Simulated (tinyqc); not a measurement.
# IGBT as a p-i-n diode in series with a MOS channel, on-state and switching loss: what changes with what

High injection (n = p) in a drift layer from x = -W/2 (anode) to +W/2 (cathode side), recombination only in the layer with lifetime tau, ideal emitters. The channel feeds the cathode side and carries the whole current. Auger recombination, carrier-carrier scattering, emitter losses and the carrier dip under the p body are left out.

Inputs (values chosen for the exercise); material values close to those of silicon: temperature T = 400 K; band gap Eg = 1.14 eV; conduction-band density of states at T Nc = 4.39e19 cm^-3; valence-band density of states at T Nv = 4.03e19 cm^-3; electron mobility mn = 743 cm^2/(V s); hole mobility mp = 255 cm^2/(V s); width of the drift layer W = 70 um; doping of the drift layer Nd = 1.2e14 cm^-3; high-injection lifetime tau = 0.18 us; current density J = 100 A/cm^2; channel and accumulation resistance Rch = 1.7 mohm cm^2; link voltage Vdc = 400 V; turn-off energy per stored charge and link voltage ks = 0.13; switching frequency f = 20 kHz.

Constants: q = 1.602176634e-19 C, kB = 1.380649e-23 J/K, Vt = kB T/q. Results are converted to the units shown.

Each table varies one quantity; the others keep the values above.

## Effect of the width of the drift layer

b = mn/mp, B = (b - 1)/(b + 1), La = sqrt(2 Vt mn mp tau/(mn + mp)), y = W/(2 La). n(x) = (tau J/(2 q La))[cosh(x/La)/sinh y - B sinh(x/La)/cosh y]. Vm = Vt [(8 b/(b + 1)^2)(sinh y/s) arctan(s sinh y) + B ln((1 + B tanh^2 y)/(1 - B tanh^2 y))], s = sqrt(1 - B^2 tanh^2 y); Vj = Vt ln(n(-W/2) n(W/2)/ni^2), ni = sqrt(Nc Nv) exp(-Eg/(2 Vt)), Eg in volts; Vc = J Rch; Von = Vm + Vj + Vc. Stored charge tau J, turn-off energy Eoff = ks tau J Vdc, loss at half duty 0.5 J Von + f Eoff. A unipolar device on the same layer has Vu = J (W/(q mn Nd) + Rch).

The same in every row: Eoff (mJ/cm^2) = 0.9360.

Effect of the width of the drift layer:
```
W (um),y,Von (V),Vu (V),total loss (W/cm^2)
28,0.9121,0.8984,19.77,63.64
37,1.205,0.9269,26.07,65.07
48,1.564,0.9880,33.77,68.12
63,2.052,1.127,44.27,75.09
82,2.671,1.443,57.57,90.87
110,3.583,2.462,77.17,141.8
```

What does the table show?

As W goes from 28 to 110 um, Von rises from 0.898 to 2.46 V, Eoff stays at 0.936 mJ/cm^2 and the total loss rises from 63.6 to 142 W/cm^2. Von is below Vu in 6 of the 6 rows.

## Effect of the channel and accumulation resistance

Same model as above.

The same in every row: y = 2.2803; Eoff (mJ/cm^2) = 0.93600.

Effect of the channel and accumulation resistance:
```
Rch (mohm cm^2),Von (V),Vu (V),total loss (W/cm^2)
0.2,1.0716,49.022,72.298
0.4,1.0916,49.042,73.298
0.78,1.1296,49.080,75.198
1.5,1.2016,49.152,78.798
3.1,1.3616,49.312,86.798
6.1,1.6616,49.612,101.80
12,2.2516,50.202,131.30
```

What does the table show?

As Rch goes from 0.2 to 12 mohm cm^2, Von rises from 1.07 to 2.25 V, Eoff stays at 0.936 mJ/cm^2 and the total loss rises from 72.3 to 131 W/cm^2. Von is below Vu in 7 of the 7 rows.

## Effect of the switching frequency

Same model as above.

The same in every row: y = 2.2803; Von (V) = 1.2216; Vu (V) = 49.172; Eoff (mJ/cm^2) = 0.93600.

Results:
```
f (kHz),total loss (W/cm^2)
0.3,61.358
0.64,61.677
1.4,62.388
2.9,63.792
6.2,66.881
13,73.246
60,117.24
```

Estimate the missing row, f = 28 kHz.

Computed row:
```
f (kHz),total loss (W/cm^2)
28,87.286
```

With this row back in the table: As f goes from 0.3 to 60 kHz, Von stays at 1.22 V, Eoff stays at 0.936 mJ/cm^2 and the total loss rises from 61.4 to 117 W/cm^2. Von is below Vu in 8 of the 8 rows.

Numbers from tinyqc (`OMP_NUM_THREADS=1 python tinyqc.py 2590009 2590010 out.jsonl`; about 0.01 s on one thread of a shared Intel Xeon 2.30GHz).
